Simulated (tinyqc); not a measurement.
UHF in the sto-3g basis, for H3-, spin multiplicity 1, step by step. The basis has no diffuse functions, so it cannot describe the extra electron: this is an exercise in the method, not the real anion. This run ends on a higher stationary point, not on the lowest solution. Computed by tinyqc, a small Python program that keeps every step (integrals from PySCF). Settings: charge = -1, multiplicity = 1, basis = sto-3g, energy threshold = 1e-08, iteration cap = 63, orthogonalisation = canonical, start = core, DIIS depth = 3, method = UHF, break = 0.2. Command: `OMP_NUM_THREADS=1 python tinyqc.py 24558 24559 out.jsonl` (the two numbers bound the seeds that draw the settings). One thread of a shared host (Intel(R) Xeon(R) Processor @ 2.60GHz), about 0.2 s of CPU time with the checks.

Geometry (angstrom):
```
atom       x       y       z
H     0.0000  0.0000  0.0000
H     0.0000  0.0000  1.0810
H     0.0000  0.9360  0.5410
```

Stop when the energy changes by less than 1e-08 hartree and every element of the error matrix X^T (F D S - S D F) X (for each spin) is below 3e-05.

Course of the cycle:
```
iteration  E (hartree)     change  largest element of the error matrix
1            -0.811377          -                             5.60e-02
2            -0.863756  -5.24e-02                             8.56e-02
3            -0.810107   5.36e-02                             6.05e-02
4            -0.810623  -5.15e-04                             6.25e-02
5            -0.793858   1.68e-02                             3.17e-02
6            -0.790808   3.05e-03                             1.06e-02
7            -0.793540  -2.73e-03                             3.02e-02
8            -0.793618  -7.74e-05                             1.31e-02
9            -0.787819   5.80e-03                             4.22e-03
10           -0.787706   1.13e-04                             1.68e-03
11           -0.787714  -8.14e-06                             8.58e-04
12           -0.787712   1.89e-06                             6.25e-04
13           -0.787712  -3.35e-07                             6.87e-04
14           -0.787711   1.22e-06                             3.34e-04
15           -0.787712  -7.55e-07                             3.37e-04
16           -0.787713  -7.65e-07                             3.55e-04
17           -0.787713  -2.75e-07                             4.63e-04
18           -0.787712   1.03e-06                             1.11e-04
19           -0.787712   3.70e-08                             9.29e-05
20           -0.787712   1.89e-08                             3.34e-05
21           -0.787712  -7.58e-09                             4.95e-05
22           -0.787712  -6.69e-10                             5.07e-05
23           -0.787712  -1.70e-08                             6.22e-05
24           -0.787712   1.95e-08                             4.34e-05
25           -0.787712   6.11e-09                             1.89e-05
```

Can the last value be used, and what does the course show?

No, though the log alone does not show it. Converged in 25 iterations. But the solution lies 0.17046 hartree above the reference: it is another stationary point, not the lowest one. Reruns (cap 100 unless said): DIIS 8: converged in 13 to a higher stationary point; damping 0.5: not converged; level shift 0.5: not converged; atomic densities as start, DIIS 8: converged in 12 to a higher stationary point. PySCF UHF in the same basis, after a stability check = -0.958176 hartree.
